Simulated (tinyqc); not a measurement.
Wannier function of the lower band of a two-orbital chain: one step. The Wannier function. Two cases, with inputs chosen for the exercise.

Question. w(R) = (1/N) sum_j exp(2 pi i j R/N) u_j, for the N cells nearest the origin; it is real.

H(k) = [[-d/2 - 2 ta cos k, -t1 - t2 exp(-ik)], [-t1 - t2 exp(ik), d/2 - 2 tb cos k]], k in 1/a, Bloch sums with exp(ikR) and without the positions inside the cell. Mesh k_j = 2 pi j/N. Projection gauge: each lower eigenvector u is multiplied by the phase that makes <trial|u> real and positive (the one-band case of Loewdin orthogonalisation). Wannier amplitudes w(R) = (1/N) sum_k exp(ikR) u(k); hoppings H(R) = (1/N) sum_k exp(-ikR) E(k).

Give: Amplitudes; norm.

Case 1.

Mesh:
```
j  E lower (eV)  E upper (eV)                   u_A                   u_B  |<trial|u>|
0     -2.266532      1.846532             0.6278849             0.7783062     0.856215
1     -2.121601      1.824616  0.6071664-0.0328188i  0.7887594+0.0901689i     0.840321
2     -1.770064      1.770064  0.5457634-0.0547438i  0.8225102+0.1504072i     0.794165
3     -1.415475      1.712459  0.4596906-0.0475336i  0.8771371+0.1305974i     0.731966
4     -1.267405      1.687405             0.4123463             0.9110272     0.699068
5     -1.415475      1.712459  0.4596906+0.0475336i  0.8771371-0.1305974i     0.731966
6     -1.770064      1.770064  0.5457634+0.0547438i  0.8225102-0.1504072i     0.794165
7     -2.121601      1.824616  0.6071664+0.0328188i  0.7887594-0.0901689i     0.840321
```

Answer.

Amplitudes:
```
R      on A     on B
-3   0.0004   0.0005
-2  -0.0027  -0.0046
-1   0.0251   0.0444
0    0.5332   0.8333
1    0.0809  -0.1088
2   -0.0101   0.0156
3    0.0014  -0.0024
4   -0.0002   0.0003
```

norm = 1.0000

Cell 0 holds 97.9 % of the weight.

Case 2.

Mesh:
```
j  E lower (eV)  E upper (eV)                   u_A                   u_B  |<trial|u>|
0     -3.567197      2.567197             0.6824711             0.7309126     0.956494
1     -3.196554      2.489447  0.6614663-0.1101663i  0.7168793+0.1908137i     0.931286
2     -2.220698      2.220698  0.5885487-0.2186043i  0.6800434+0.3786337i     0.849720
3     -1.005840      1.712946  0.3985211-0.3173143i  0.6621386+0.5496045i     0.676199
4     -0.268440      1.268440            -0.1581509             0.9874150     0.356745
5     -1.005840      1.712946  0.3985211+0.3173143i  0.6621386-0.5496045i     0.676199
6     -2.220698      2.220698  0.5885487+0.2186043i  0.6800434-0.3786337i     0.849720
7     -3.196554      2.489447  0.6614663+0.1101663i  0.7168793-0.1908137i     0.931286
```

Answer.

Amplitudes:
```
R      on A     on B
-3   0.0377  -0.0055
-2  -0.0298  -0.0449
-1   0.0213   0.2032
0    0.4777   0.7296
1    0.2818  -0.2479
2   -0.1334   0.1345
3    0.0795  -0.0780
4   -0.0523   0.0400
```

norm = 1.0000

Cell 0 holds 76.0 % of the weight.

Computed by tinyqc, one run a case: `OMP_NUM_THREADS=1 python tinyqc.py N N+1 out.jsonl` with N = 1451633, 1451768; one thread of a shared Intel(R) Xeon(R) Processor @ 2.30GHz, about 0.1 s a run at most.
